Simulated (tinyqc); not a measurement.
Worked calculation: UKS/LDA (PW92) in the sto-6g basis, for Li, spin multiplicity 2. One step of it, computed by the program tinyqc.

Task: Iteration 2: building the Kohn-Sham matrix. J_ij = sum D_kl (ij|kl) with D = D(alpha) + D(beta); F = H + J + V_xc; E = tr D H + tr D J / 2 + E_xc + E_nn.

D(alpha) after iteration 1:
```
,1Li 1s,1Li 2s,1Li 2px,1Li 2py,1Li 2pz
1Li 1s,1.058845,-0.249614,0.000000,0.000000,0.000000
1Li 2s,-0.249614,1.058845,0.000000,0.000000,0.000000
1Li 2px,0.000000,0.000000,0.000000,0.000000,0.000000
1Li 2py,0.000000,0.000000,0.000000,0.000000,0.000000
1Li 2pz,0.000000,0.000000,0.000000,0.000000,0.000000
```

D(beta) after iteration 1:
```
,1Li 1s,1Li 2s,1Li 2px,1Li 2py,1Li 2pz
1Li 1s,1.013551,-0.030715,0.000000,0.000000,0.000000
1Li 2s,-0.030715,0.000931,0.000000,0.000000,0.000000
1Li 2px,0.000000,0.000000,0.000000,0.000000,0.000000
1Li 2py,0.000000,0.000000,0.000000,0.000000,0.000000
1Li 2pz,0.000000,0.000000,0.000000,0.000000,0.000000
```

core Hamiltonian H = T + V (hartree):
```
,1Li 1s,1Li 2s,1Li 2px,1Li 2py,1Li 2pz
1Li 1s,-4.450402,-0.939085,0.000000,0.000000,0.000000
1Li 2s,-0.939085,-1.093522,0.000000,0.000000,0.000000
1Li 2px,0.000000,0.000000,-0.879985,0.000000,0.000000
1Li 2py,0.000000,0.000000,0.000000,-0.879985,0.000000
1Li 2pz,0.000000,0.000000,0.000000,0.000000,-0.879985
```

Two-electron integrals (ij|kl) in chemists' order, unique and non-zero (hartree):
```
i,j,k,l,(ij|kl)
1,1,1,1,1.681247
2,1,1,1,0.242603
2,1,2,1,0.044507
2,2,1,1,0.397190
2,2,2,1,0.090279
2,2,2,2,0.290625
3,1,3,1,0.009437
3,2,3,1,0.014261
3,2,3,2,0.064236
3,3,1,1,0.397190
3,3,2,1,0.090279
3,3,2,2,0.290625
3,3,3,3,0.313125
4,1,4,1,0.009437
4,2,4,1,0.014261
4,2,4,2,0.064236
4,3,4,3,0.016875
4,4,1,1,0.397190
4,4,2,1,0.090279
4,4,2,2,0.290625
4,4,3,3,0.279374
4,4,4,4,0.313125
5,1,5,1,0.009437
5,2,5,1,0.014261
5,2,5,2,0.064236
5,3,5,3,0.016875
5,4,5,4,0.016875
5,5,1,1,0.397190
5,5,2,1,0.090279
5,5,2,2,0.290625
5,5,3,3,0.279374
5,5,4,4,0.279374
5,5,5,5,0.313125
```

nuclear repulsion = 0 hartree

V_xc(alpha) (hartree):
```
,1Li 1s,1Li 2s,1Li 2px,1Li 2py,1Li 2pz
1Li 1s,-1.050625,-0.125642,0.000000,0.000000,0.000000
1Li 2s,-0.125642,-0.200355,0.000000,0.000000,0.000000
1Li 2px,0.000000,0.000000,-0.200356,0.000000,0.000000
1Li 2py,0.000000,0.000000,0.000000,-0.200356,0.000000
1Li 2pz,0.000000,0.000000,0.000000,0.000000,-0.200356
```

V_xc(beta) (hartree):
```
,1Li 1s,1Li 2s,1Li 2px,1Li 2py,1Li 2pz
1Li 1s,-1.041405,-0.119088,0.000000,0.000000,0.000000
1Li 2s,-0.119088,-0.144583,0.000000,0.000000,0.000000
1Li 2px,0.000000,0.000000,-0.144588,0.000000,0.000000
1Li 2py,0.000000,0.000000,0.000000,-0.144588,0.000000
1Li 2pz,0.000000,0.000000,0.000000,0.000000,-0.144588
```

E_xc = sum of w rho eps_xc = -1.75701483 hartree

Give: Coulomb J; F(alpha); F(beta); total energy of this density.

Result:

Coulomb J (hartree):
```
,1Li 1s,1Li 2s,1Li 2px,1Li 2py,1Li 2pz
1Li 1s,3.7691,0.5735,0.0000,0.0000,0.0000
1Li 2s,0.5735,1.0805,0.0000,0.0000,0.0000
1Li 2px,0.0000,0.0000,1.0805,0.0000,0.0000
1Li 2py,0.0000,0.0000,0.0000,1.0805,0.0000
1Li 2pz,0.0000,0.0000,0.0000,0.0000,1.0805
```

F(alpha) (hartree):
```
,1Li 1s,1Li 2s,1Li 2px,1Li 2py,1Li 2pz
1Li 1s,-1.7319,-0.4912,0.0000,0.0000,0.0000
1Li 2s,-0.4912,-0.2134,0.0000,0.0000,0.0000
1Li 2px,0.0000,0.0000,0.0002,0.0000,0.0000
1Li 2py,0.0000,0.0000,0.0000,0.0002,0.0000
1Li 2pz,0.0000,0.0000,0.0000,0.0000,0.0002
```

F(beta) (hartree):
```
,1Li 1s,1Li 2s,1Li 2px,1Li 2py,1Li 2pz
1Li 1s,-1.7227,-0.4847,0.0000,0.0000,0.0000
1Li 2s,-0.4847,-0.1576,0.0000,0.0000,0.0000
1Li 2px,0.0000,0.0000,0.0559,0.0000,0.0000
1Li 2py,0.0000,0.0000,0.0000,0.0559,0.0000
1Li 2pz,0.0000,0.0000,0.0000,0.0000,0.0559
```

total energy of this density = -7.295047 hartree
